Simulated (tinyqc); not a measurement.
## Insulator thickness and V0 from two charges

Problem. In an undoped wire Vg - V0 = Q/Cox + Vt ln(Q/Q0) + Vt ln(1 + Q/Q0) at the source, with Q0 = 4 eps0 eps_r Vt/R and Cox = eps0 eox/(R ln(1 + tox/R)). Find Cox, tox and V0.

Values chosen for this exercise; material values close to those of silicon: temperature T = 273 K; relative permittivity of the semiconductor eps_r = 11.8; relative permittivity of the gate insulator eox = 3.74; wire radius R = 6 nm.

Constants: q = 1.602176634e-19 C, kB = 1.380649e-23 J/K, Vt = kB T/q, eps0 = 8.8541878128e-14 F/cm where lengths are in cm. Results are converted to the units shown.

Qs at Vg = 1 and 1.4 V (nC/cm^2): [867.65139, 2319.5181]

Solution. The two equations are linear in 1/Cox and V0; tox follows by inverting the logarithm.

Cox = 4.08 uF/cm^2
tox = 0.870 nm
V0 = 0.705 V

Numbers from tinyqc (`OMP_NUM_THREADS=1 python tinyqc.py 2460110 2460111 out.jsonl`; about 0.04 s on one thread of a shared Intel Xeon 2.30GHz).
